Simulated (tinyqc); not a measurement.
# Thermoelectric coefficients with electrons and holes, Landauer integrals, step by step

tinyqc, about 0.04 s, one thread, Intel Xeon 2.30GHz (shared host): `OMP_NUM_THREADS=1 python tinyqc.py 2800101 2800102 out.jsonl` Printed values are rounded.

Bulk parabolic band, x = (E - Ec)/kB T, C = hbar^2/(2 m0), kB T in eV. Modes per area gv m kB T x/(4 pi C) times the back-scattering length l0 x^rr give the transport function s0 X(x), s0 = (2 q^2/h) gv m kB T l0/(4 pi C), X = x^(1 + rr). Holes have the same form with the prefactor bb s0 and the reduced level -eta - xg in place of eta. I_k = int X (x - eta)^k w dx, w = 1/(4 cosh^2((x - eta)/2)).

Parameters, values chosen for the exercise: temperature T = 300 K; mass of one valley m = 1.1 m0; valleys gv = 2; back-scattering length at x = 1 l0 = 2.1 nm; energy exponent of that length rr = 1; lattice thermal conductivity kL = 3.4 W/(m K); reduced Fermi level (EF - Ec)/kB T eta = -2.9; gap over kB T xg = 6.2; ratio of the hole prefactor to the electron prefactor bb = 0.23; lower end of the grid xa = 0; upper end of the grid xe = 12; points of the grid nE = 13.

Constants: q = 1.602176634e-19 C, kB = 1.380649e-23 J/K, hbar = 1.054571817e-34 J s, h = 6.62607015e-34 J s, m0 = 9.1093837015e-31 kg, Vt = kB T/q, hbar^2/(2 m0) = 0.0380998212 eV nm^2. Results are converted to the units shown.

Range of the model: Parabolic bands, elastic scattering and a fixed kL make these model figures, not those of a material.

## The three integrals on a coarse grid

Simpson's rule on nE equally spaced points from xa to xe.

```
point        x    X           w         X w
0       0.0000    0   0.0494336           0
1       1.0000    1   0.0194467   0.0194467
2       2.0000    4  0.00733691   0.0293476
3       3.0000    9  0.00272450   0.0245205
4       4.0000   16  0.00100576   0.0160921
5       5.0000   25  3.70469e-4  0.00926172
6       6.0000   36  1.36352e-4  0.00490866
7       7.0000   49  5.01696e-5  0.00245831
8       8.0000   64  1.84576e-5  0.00118128
9       9.0000   81  6.79031e-6  5.50015e-4
10     10.0000  100  2.49804e-6  2.49804e-4
11     11.0000  121  9.18980e-7  1.11197e-4
12     12.0000  144  3.38074e-7  4.86827e-5
```

I_0, I_1, I_2 on this grid: 0.109667  0.644803  4.12152

Converged values are 0.10857, 0.64275 and 4.1310; the grid is 1.0 % above the first and 0.23 % below the last.

## Coefficients of the electrons

converged I_0, I_1, I_2: 0.108569  0.642754  4.13097

sigma = s0 I_0, S = -(kB/q) I_1/I_0, Lorenz number L = (kB/q)^2 [I_2/I_0 - (I_1/I_0)^2], kappa_e = L sigma T.

s0 = 193.285 S/cm
sigma = 20.9847 S/cm
S = -510.168 uV/K
L = 2.22777 x 1e-8 V^2/K^2
kappa_e = 0.0140247 W/(m K)

L is 8.8 % below the Sommerfeld value (pi^2/3)(kB/q)^2 = 2.443e-8 V^2/K^2. The non-degenerate form -(kB/q)(2 + rr - eta) gives -508 uV/K, 0.34 % below S in size.

## Both bands together

converged I_0, I_1, I_2 of the holes: 0.0730971  0.461510  3.13311

sigma = s0 I_0, S = -(kB/q) I_1/I_0, Lorenz number L = (kB/q)^2 [I_2/I_0 - (I_1/I_0)^2], kappa_e = L sigma T. With both bands: sigma = sigma_n + sigma_p, S = (sigma_n S_n + sigma_p S_p)/sigma with S_p = +(kB/q) I_1/I_0 of the holes, and kappa_e is the sum of L sigma T of both bands and the bipolar term sigma_n sigma_p (S_p - S_n)^2 T/sigma. Power factor S^2 sigma, ZT = S^2 sigma T/(kappa_e + kL).

sigma_p = 3.24957 S/cm
S_p = 544.069 uV/K
S = -368.805 uV/K
bipolar kappa = 0.0938203 W/(m K)
ZT = 0.0281732

Holes carry 13.4 % of the conductivity and change S from -510 to -369 uV/K. Electrons alone would give ZT = 0.0480.
